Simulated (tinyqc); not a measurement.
## Schottky diode by thermionic emission with image-force lowering and series resistance: a Richardson plot

Metal on an n-type semiconductor with one parabolic valley; V > 0 is forward bias (metal positive). I = I0 [exp(Vj/(n Vt)) - 1] with Vj = V - I Rs; I0 = S A* T^2 exp(-(phi - dphi)/Vt), the lowering dphi taken at zero bias.

A* = 4 pi q me m0 kB^2/h^3 (times 1e-4 for A/(cm^2 K^2)); Nc = 2 (2 pi me m0 kB T/h^2)^1.5 (times 1e-6 for cm^-3); xi = Vt ln(Nc/Nd), Vbi = phi - xi; surface field Em = sqrt(2 q Nd (Vbi - V - Vt)/(eps0 eps_r)); dphi = sqrt(q Em/(4 pi eps0 eps_r)). Here V = 0 in Em; phi is held fixed.

Inputs (values chosen for the exercise); band and dielectric values close to those of In0.53Ga0.47As: electron mass me = 0.0409 m0; relative permittivity eps_r = 14.2; barrier height seen from the metal phi = 0.35 eV; donor density Nd = 1.3e16 cm^-3; area S = 9.9e-5 cm^2.

Constants: q = 1.602176634e-19 C, kB = 1.380649e-23 J/K, h = 6.62607015e-34 J s, m0 = 9.1093837015e-31 kg, Vt = kB T/q, eps0 = 8.8541878128e-14 F/cm where lengths are in cm. Results are converted to the units shown.

Result of one run:

| dphi (meV) | I0 (A) | ln(I0/(S T^2)) | 1/Vt (1/V) |
|---|---|---|---|
| 17.81 | 8.289e-8 | -17.68 | 58.02 |

Which temperature T gave this result: 200, 240, 320 or 360 K?

T = 200 K.

The whole series:

| T (K) | dphi (meV) | I0 (A) | ln(I0/(S T^2)) | 1/Vt (1/V) |
|---|---|---|---|---|
| 200 | 17.81 | 8.289e-8 | -17.68 | 58.02 |
| 240 | 17.56 | 2.928e-6 | -14.48 | 48.35 |
| 280 | 17.28 | 3.915e-5 | -12.20 | 41.44 |
| 320 | 16.97 | 2.834e-4 | -10.48 | 36.26 |
| 360 | 16.63 | 0.001358 | -9.154 | 32.23 |
| 400 | 16.26 | 0.004857 | -8.090 | 29.01 |
| 450 | 15.74 | 0.01779 | -7.027 | 25.79 |

I0 grows by 5.33 decades. The line through the end rows has the slope -0.3305 eV and the intercept ln(4.46 A/(cm^2 K^2)), against phi = 0.35 eV and A* = 4.92. The difference comes from the lowering: dphi falls from 17.8 to 15.7 meV.

Computed by the program tinyqc: `OMP_NUM_THREADS=1 python tinyqc.py 2640110 2640111 out.jsonl`, one thread of a shared Intel Xeon 2.30GHz, about 0.01 s for the whole run.
